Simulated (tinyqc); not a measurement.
Round or elliptic silicon nanowire with anisotropic valleys (Ritz method): sweeps and comparisons. A value that a table varies takes the place of the one given here.

Wire along x = [110] on a (001) wafer, y = [-110], z = [001]. Valley groups (w = inverse masses): A, two valleys along z: w_y = 1/mt, w_z = 1/ml, m_x = mt; B, four valleys in the wafer plane: w_y = (1/ml + 1/mt)/2, w_z = 1/mt, m_x = (ml + mt)/2.

Hard wall on the ellipse (y/a)^2 + (z/b)^2 = 1, c = hbar^2/2m0. With u = y/a, v = z/b the operator is -c [(w_y/a^2) d2/du2 + (w_z/b^2) d2/dv2] on the unit disc. Basis (1 - u^2 - v^2) u^i v^j; S, X and Y are the disc integrals of f f', (df/du)(df'/du) and (df/dv)(df'/dv), from the integral of u^p v^q = 2 Gamma((p+1)/2) Gamma((q+1)/2)/((p + q + 2) Gamma((p+q+2)/2)) for even p, q; H = c (w_y X/a^2 + w_z Y/b^2).

Converged values use 21 functions of each parity class (e or o in u, then in v).

Constants: hbar^2/2m0 = 3.80998211 eV angstrom^2.

Values chosen for the exercise (near those of a Si nanowire; the results hold for these values, not for the real material):

| symbol | value | unit | meaning |
|---|---|---|---|
| ml | 0.907 | m0 | longitudinal mass |
| mt | 0.192 | m0 | transverse mass |
| a | 17 | angstrom | semi-axis along y |
| b | 28 | angstrom | semi-axis along z |
| asp | (0.4, 0.6, 0.8, 1, 1.3, 1.8, 2.5) |  | ratios a/b |
| area | 15 | nm^2 | cross-section, kept fixed |
| hw | 2 |  | height over mean width |

## Size of the basis

Lowest level of each group with 1, 3, 6 and 21 even functions.

Levels (meV):

| functions | A | B |
|---|---|---|
| 1 | 222.06 | 200.73 |
| 3 | 205.77 | 193.19 |
| 6 | 204.89 | 193.15 |
| 21 | 204.87 | 193.15 |

What does this show?

One function errs by 8.4 % for A and 3.9 % for B, six by 0.023 and 5.5e-05 meV. The error grows with the axis ratio of the stretched ellipse (3.58, 1.28); for a circle it is 6/5.783 - 1 = 3.7 %.

## Flattening the wire at fixed area

a = sqrt(area x ratio/pi), b = a/ratio, 1 nm^2 = 100 angstrom^2; lowest level of each group.

Levels (eV):

| a/b | a (angstrom) | b (angstrom) | A | B |
|---|---|---|---|---|
| 0.4 | 13.8 | 34.5 | 0.2896 | 0.2273 |
| 0.6 | 16.9 | 28.2 | 0.2062 | 0.1931 |
| 0.8 | 19.5 | 24.4 | 0.1659 | 0.1871 |
| 1.0 | 21.9 | 21.9 | 0.1432 | 0.1927 |
| 1.3 | 24.9 | 19.2 | 0.1246 | 0.2107 |
| 1.8 | 29.3 | 16.3 | 0.1124 | 0.2518 |
| 2.5 | 34.5 | 13.8 | 0.1116 | 0.3175 |

What can be read from the table?

Each group is lowest where its stretched ellipse is a circle, at a/b = sqrt(w_y/w_z): 2.17 for A and 0.78 for B. The lowest group is B in the first row and A in the last, crossing between a/b = 0.6 and 0.8; B - A is -62 meV in the first row and +206 meV in the last.

## Shape of the cross-section

Equal area, hard walls, lowest level of -c (w_y d2/dy2 + w_z d2/dz2), c = hbar^2/2m0. Rectangle W x H with H/W = hw; ellipse with b/a = hw; trapezoid of height H, base W/0.8 and top 0.6 of the base; isosceles triangle of height H and base 2W. Ellipse, trapezoid and triangle by converged Ritz bases; 1 nm^2 = 100 angstrom^2.

Levels:

| shape | A (eV) | B (eV) | B - A (meV) |
|---|---|---|---|
| rectangle | 0.2750 | 0.2235 | -51.5 |
| ellipse | 0.2393 | 0.2046 | -34.7 |
| trapezoid | 0.2480 | 0.2248 | -23.2 |
| triangle | 0.1692 | 0.2354 | 66.2 |

W = 27.4 angstrom
H = 54.8 angstrom

What can be read from the table?

For group A the order is triangle, ellipse, trapezoid, rectangle, spanning 63 %. For group B the order is ellipse, rectangle, trapezoid, triangle, spanning 15 %. The ellipse lies below the rectangle for both groups, since corners hold little of the wave function. The triangle is lowest for A, whose light mass lies across the width and gains from the wide base. The spacing B - A of the valley groups runs from -51 to 66 meV.

## What each parameter does

Lowest level of groups A and B. Each row changes one parameter from the base and keeps the others.

Results:

| case | A (eV) | B (eV) | B - A (meV) |
|---|---|---|---|
| base | 0.2049 | 0.1932 | -11.7 |
| a = 15 angstrom | 0.2569 | 0.2268 | -30.1 |
| b = 31 angstrom | 0.2008 | 0.1794 | -21.5 |
| ml = 1.016 m0 | 0.2026 | 0.1909 | -11.6 |
| mt = 0.211 m0 | 0.1883 | 0.1776 | -10.7 |

How do the results move?

The largest shifts from the base row, up to three for each result and ties (the steps differ in size, so this ranks the rows, not the parameters). A (eV): a +0.0520, mt -0.0166, b -0.0040. B (eV): a +0.0337, mt -0.0155, b -0.0138. B - A (meV): a -18.3, b -9.7, mt +1.0.

Computed by tinyqc, a small Python program: `OMP_NUM_THREADS=1 python tinyqc.py 1251765 1251766 out.jsonl` (the numbers bound the seed that draws the inputs); one thread of a shared host (Intel(R) Xeon(R) Processor @ 2.30GHz), about 0.02 s for the whole set of steps.
